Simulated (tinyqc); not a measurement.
Exact and approximate size effects: heat flow across a film from the phonon Boltzmann equation in the relaxation-time approximation. Computed by tinyqc, a small Python program. Command: `OMP_NUM_THREADS=1 python tinyqc.py 3015951 3015952 out.jsonl slabbte walk`. One thread of a shared host (Intel(R) Xeon(R) Processor @ 2.30GHz), about 0.02 s of CPU time with the checks.

Two black walls, hot at x = 0 and cold at x = L, emit phonons isotropically. For one free path Lambda, with tau = x/Lambda, tau_L = L/Lambda and phi = (T - T_cold)/Delta T, energy balance gives phi(tau) = (1/2) [E2(tau) + int_0^tau_L phi(s) E1(|tau - s|) ds]; E_n are the exponential integrals. The flux over the ballistic flux C v Delta T/4 is psi = 1 - 2 int_0^tau_L phi(s) E2(s) ds, and kappa_eff/kappa = (3/4) tau_L psi. kappa = C v Lambda/3 is an input, so at fixed kappa a longer free path means a smaller C v.

Inputs (values chosen for the exercise, modelled on germanium): free path Lambda_1 = 100 nm; free path Lambda_2 = 630 nm; share f_2 of kappa = 0.19; free path Lambda_3 = 3700 nm; share f_3 of kappa = 0.29.

Free-path groups: three.

Method:
- Cut the film into n equal cells with constant phi, collocated at the centres c_i: the kernel integrates to A_ij = |E2(|c_i - e_j|) - E2(|c_i - e_(j+1)|)|/2 for cell edges e_j, and A_ii = 1 - E2(half a cell); solve (1 - A) phi = E2(c)/2; psi = 1 - 2 sum_j phi_j [E3(e_j) - E3(e_(j+1))].
- Each group is solved on its own with 150 and 300 cells, psi = (4 psi(300) - psi(150))/3, and weighted by its share of kappa (f_1 is what the others leave); exchange of energy between groups inside the film is left out.
- Two-flux: kappa_eff/kappa = sum f_i/(1 + 4 Lambda_i/(3 L)). Matthiessen with the thickness: sum f_i/(1 + Lambda_i/L). Ballistic limit: sum f_i 3 L/(4 Lambda_i).

Kappa_eff/kappa:
```
L (nm)  Boltzmann  two-flux  Matthiessen  ballistic limit
3        0.012224  0.012295     0.016281         0.012555
10       0.038526  0.039101     0.051023         0.041850
25       0.086882  0.089059      0.11320          0.10462
60        0.17210   0.17753      0.21615          0.25110
150       0.30408   0.31264      0.35984          0.62775
400       0.46441   0.47304      0.51808           1.6740
1000      0.60330   0.61096      0.65099           4.1850
2500      0.72643   0.73342      0.76869           10.462
```

The two-flux formula lies above the Boltzmann result by at most about 3.2 % (at L = 60 nm); the Matthiessen form is high by up to 33 %, since it misses the factor 3/4 of the ballistic limit. The thinnest film reaches 97 % of that limit, and the thickest, 25 Lambda_1, only 73 % of the bulk value: the long free paths keep the size effect alive far beyond Lambda_1. Rows below about 10 nm are near the phonon wavelength, where a particle picture fails.
